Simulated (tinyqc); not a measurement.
# Free and trapped electrons in a MOS channel with a dense trap tail: effect of the decay energy of the tail

p-type body, charge-sheet picture, full ionisation (an idealisation for deep acceptors), Boltzmann statistics for free electrons. e = Ec - EF at the surface. Acceptor-like traps of density D(E) = D0 + De exp(-E/Ew) at depth E below Ec, from 0 to Eu, hold n_t = integral of D(E)/(1 + exp((e - E)/Vt)). psi = Eg - Vt ln(Nv/Na) - e; N_dep = sqrt(2 eps0 eps_r Na (psi - Vt)/q); n_f = sqrt(N_dep^2 + 2 eps0 eps_r Vt Nc exp(-e/Vt)/q) - N_dep; Vg = Vfb + psi + q (N_dep + n_t + n_f)/Cox, Cox = eps0 eox/tox.

VT is the Vg for n_f = 1e11 cm^-2; swing ln 10 n_f/(dn_f/dVg) at n_f = 1e8 cm^-2; the last three columns are for Vg = VT + 2.4 V, with free share n_f/(n_f + n_t) and field-effect mobility mf q (dn_f/dVg)/Cox; there EF is near the band edge, where Boltzmann statistics are rough.

Values chosen for this exercise; band and dielectric values close to those of 4H silicon carbide: temperature T = 300 K; band gap Eg = 3.3 eV; relative permittivity eps_r = 9.77; conduction-band density of states at T Nc = 1.71e19 cm^-3; valence-band density of states at T Nv = 2.54e19 cm^-3; relative permittivity of the insulator eox = 3.9; insulator thickness tox = 30 nm; acceptor density Na = 5.8e16 cm^-3; flat-band voltage without trapped charge Vfb = -2.05 V; constant background density of acceptor-like traps D0 = 6.1e10 cm^-2 eV^-1; density of the tail at the conduction edge De = 4.4e13 cm^-2 eV^-1; depth below Ec down to which the traps reach Eu = 0.71 eV; mobility of free electrons mf = 86 cm^2/(V s).

Constants: q = 1.602176634e-19 C, kB = 1.380649e-23 J/K, Vt = kB T/q, eps0 = 8.8541878128e-14 F/cm where lengths are in cm. Results are converted to the units shown.

Effect of the decay energy of the tail:

| Ew (eV) | e at VT (eV) | VT (V) | q n_t/Cox at VT (V) | swing (mV/decade) | n_f (cm^-2) | free share (%) | field-effect mobility (cm^2/(V s)) |
|---|---|---|---|---|---|---|---|
| 0.03 | 0.07276 | 3.499 | 0.4179 | 88.29 | 1.102e12 | 53.52 | 65.10 |
| 0.05 | 0.07276 | 4.105 | 1.024 | 122.0 | 8.759e11 | 35.03 | 55.55 |
| 0.07 | 0.07276 | 4.907 | 1.825 | 209.1 | 7.458e11 | 24.20 | 48.79 |
| 0.09 | 0.07276 | 5.827 | 2.746 | 337.5 | 6.651e11 | 17.75 | 44.03 |
| 0.11 | 0.07276 | 6.818 | 3.737 | 487.0 | 6.113e11 | 13.71 | 40.60 |
| 0.13 | 0.07276 | 7.845 | 4.764 | 642.9 | 5.735e11 | 11.03 | 38.04 |
| 0.15 | 0.07276 | 8.885 | 5.804 | 796.5 | 5.455e11 | 9.171 | 36.08 |
| 0.17 | 0.07276 | 9.918 | 6.837 | 943.4 | 5.242e11 | 7.833 | 34.54 |

What does the table show?

As Ew goes from 0.03 to 0.17, VT rises from 3.50 to 9.92 V, its part due to traps rises from 0.418 to 6.84 V, the swing rises from 88.3 to 943 mV/decade and the field-effect mobility falls from 65.1 to 34.5 cm^2/(V s).

Computed by the program tinyqc: `OMP_NUM_THREADS=1 python tinyqc.py 2222061 2222062 out.jsonl`, one thread of a shared Intel Xeon 2.30GHz, about 0.02 s for the whole run.
